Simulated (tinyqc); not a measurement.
Worked calculation: RHF in the sto-3g basis, for H2, spin multiplicity 1. One step of it, computed by the program tinyqc.

Problem. Iteration 1: building the Fock matrix. J_ij = sum D_kl (ij|kl), K_ij = sum D_kl (ik|jl); F = H + J - 0.5 K; E = tr D H + tr D J / 2 - 0.25 tr D K + E_nn.

D at the start:
```
           1H 1s      2H 1s
1H 1s   0.002729  -0.075324
2H 1s  -0.075324   2.078969
```

core Hamiltonian H = T + V (hartree):
```
           1H 1s      2H 1s
1H 1s  -1.015566  -0.757347
2H 1s  -0.757347  -1.015566
```

Two-electron integrals (ij|kl) in chemists' order, unique and non-zero (hartree):
```
(11|11) 0.774606   (21|11) 0.345822   (21|21) 0.192001   (22|11) 0.503483
(22|21) 0.345822   (22|22) 0.774606
```

nuclear repulsion = 0.57270261 hartree

Give: Coulomb J; exchange K; Fock matrix F; total energy of this density.

Solution.

Coulomb J (hartree):
```
       1H 1s  2H 1s
1H 1s  0.997  0.691
2H 1s  0.691  1.560
```

exchange K (hartree):
```
       1H 1s  2H 1s
1H 1s  0.349  0.668
2H 1s  0.668  1.559
```

Fock matrix F (hartree):
```
        1H 1s   2H 1s
1H 1s  -0.193  -0.400
2H 1s  -0.400  -0.235
```

total energy of this density = -0.64203 hartree
